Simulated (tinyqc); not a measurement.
Configuration-coordinate model of a defect: Huang-Rhys factor and luminescence line shape: one step, computed by the program tinyqc.

Ground state E_g(Q) = (1/2) omega_g^2 Q^2; excited state E_e(Q) = E_0 + (1/2) omega_e^2 (Q - dQ)^2 with omega_e = omega_g and E_0 = E_ZPL. Q is mass-weighted; the dipole does not depend on Q (Condon approximation).

Question. Crossing, radiative lifetime and thermal quenching. The curves cross at the root Q_c nearest dQ; the barrier is (1/2) omega_e^2 (Q_c - dQ)^2, with (1/2) omega^2 = (hbar omega)^2/(2 hbar^2/u). k_r = n_r omega^3 mu^2/(3 pi eps_0 hbar c^3) at the vertical emission energy, without local-field correction; k_nr = nu_0 exp(-barrier/k_B T) (Mott-Seitz); yield = k_r/(k_r + k_nr); T_1/2 = barrier/(k_B ln(nu_0/k_r)).

Inputs (values chosen for the exercise, for a model defect in a wide-gap host): zero-phonon energy E_ZPL = 2.62 eV; displacement dQ = 0.23 u^(1/2) angstrom; ground-state phonon hbar omega_g = 93.4 meV; temperature T = 500 K; refractive index n_r = 2.37; transition dipole mu = 1.8 e angstrom; quenching prefactor nu_0 = 4e+12 1/s.

Modes: equal frequencies in both states.

vertical emission energy = 2.564802 eV

Constants: hbar^2/u = 4.18015928e-03 eV angstrom^2; hbar = 6.582119569e-16 eV s; e = 1.602176634e-19 C; eps_0 = 8.8541878128e-12 F/m; hbar = 1.054571817e-34 J s; c = 299792458 m/s; k_B = 8.617333262e-05 eV/K.

Give: Q_c; classical barrier; radiative lifetime; luminescence yield; quenching temperature T_1/2.

Answer.

Q_c = 5.573 u^(1/2) angstrom

classical barrier = 29.79 eV

radiative lifetime = 2.033 ns

luminescence yield = 1

quenching temperature T_1/2 = 38400 K

The barrier is so high that this route does not halve the yield below 1000 K. Caution: the curves cross far outside the range of the harmonic model, so the barrier and T_1/2 have no quantitative meaning.
